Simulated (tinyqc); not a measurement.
# Space-charge-limited current with shallow traps, step by step

Numbers from tinyqc (`OMP_NUM_THREADS=1 python tinyqc.py 2370063 2370064 out.jsonl`; about 0.01 s on one thread of a shared Intel Xeon 2.30GHz). Printed values are rounded.

One carrier type, drift only, an injecting contact at x = 0 (zero field) and thickness L. The share th = y/(1 + y), y = (Nc/Nt) exp(-Et/kB T), of the injected charge is free: J = q mu n F, eps0 eps_r dF/dx = q (n - n0)/th.

Values chosen for this exercise:
- T = 250 K (temperature)
- eps_r = 11.4 (relative permittivity)
- mu = 1.1 cm^2/(V s) (mobility)
- L = 530 nm (thickness)
- Nc = 9.9e20 cm^-3 (band density of states)
- Nt = 3.4e17 cm^-3 (trap density)
- Et = 0.48 eV (trap depth)
- n0 = 6.7e8 cm^-3 (free carrier density in equilibrium)
- V = 6.5 V (voltage)

Constants: q = 1.602176634e-19 C, kB = 1.380649e-23 J/K, Vt = kB T/q, eps0 = 8.8541878128e-14 F/cm where lengths are in cm. Results are converted to the units shown.

Range of the model: Diffusion and a field-dependent mobility are left out. With injecting contacts the diffusion current, about 4 pi^2 Vt th eps0 eps_r mu V/L^3, equals the Mott-Gurney current at V = 35 kB T/q (0.9 V at 300 K), so the drift-only result needs V well above that.

## Limits and characteristic voltages

Ohmic J = q n0 mu V/L; Mott-Gurney J = (9/8) th eps0 eps_r mu V^2/L^3; they cross at Vx = 8 q n0 L^2/(9 th eps0 eps_r); traps fill at V_TFL = q Nt L^2/(2 eps0 eps_r).

th = 6.13454e-7
ohmic J = 1.44816e-5 A/cm^2
Mott-Gurney J = 2.17460e-4 A/cm^2
Vx = 0.432861 V
V_TFL = 75.7980 V

## The exact current

Exact: with u = n0/n(L), w = -u - ln(1 - u) and v = -u - u^2/2 - ln(1 - u), V = (q n0 L^2/(th eps0 eps_r)) v/w^2 and J = q^2 n0^2 mu L/(th eps0 eps_r w). v/w^2 falls steadily with u, so u follows by bisection.

v/w^2 = 13.3479
u = 0.0943320
w = 0.00475049
J = 2.28384e-4 A/cm^2
exit field over V/L = 1.48768

J is 1.5 % below the plain sum of the two limits; the exit field lies between the ohmic 1 and the Mott-Gurney 1.5.
